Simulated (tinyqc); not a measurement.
First phase against the interface composition: thermodynamics of metal silicides: hull, first phase, silicon consumed, nucleation and stability against SiO2. Computed by tinyqc, a small Python program. Command: `OMP_NUM_THREADS=1 python tinyqc.py 3000626 3000627 out.jsonl silphase walk`. One thread of a shared host (Intel(R) Xeon(R) Processor @ 2.30GHz), about 0.01 s of CPU time with the checks.

Entropies of formation of the solids are neglected, so heats stand for free energies. Si fractions: M2Si 0.3333, MSi 0.5000, MSi2 0.6667.

Inputs (values chosen for the exercise, for a model metal): heat of formation of M2Si = -44.7 kJ/mol atoms; heat of formation of MSi = -58 kJ/mol atoms; heat of formation of MSi2 = -24.5 kJ/mol atoms.

Phases: M2Si, MSi, MSi2.

Method. Effective heat of formation: at the interface the mixture has the Si fraction x_e; the limiting element scales the heat, H_eff = H x_e/x if x_e < x, H (1 - x_e)/(1 - x) otherwise. The rule names the most negative as the first phase; its restriction to congruently melting phases is left out here.

H_eff (kJ/mol atoms):

| x_e | M2Si | MSi | MSi2 | first phase |
|---|---|---|---|---|
| 0.10 | -13.4100 | -11.60 | -3.675 | M2Si |
| 0.20 | -26.8200 | -23.20 | -7.350 | M2Si |
| 0.30 | -40.2300 | -34.80 | -11.025 | M2Si |
| 0.36 | -42.9120 | -41.76 | -13.230 | M2Si |
| 0.42 | -38.8890 | -48.72 | -15.435 | MSi |
| 0.48 | -34.8660 | -55.68 | -17.640 | MSi |
| 0.54 | -30.8430 | -53.36 | -19.845 | MSi |
| 0.60 | -26.8200 | -46.40 | -22.050 | MSi |
| 0.66 | -22.7970 | -39.44 | -24.255 | MSi |
| 0.75 | -16.7625 | -29.00 | -18.375 | MSi |

What does the comparison show, and why?

Each phase is a triangle with its apex at its own composition. In order of x_e the first phase is M2Si, then MSi. On either side of all three the ranking is that of H/x (Si-poor) or H/(1 - x) (Si-rich).
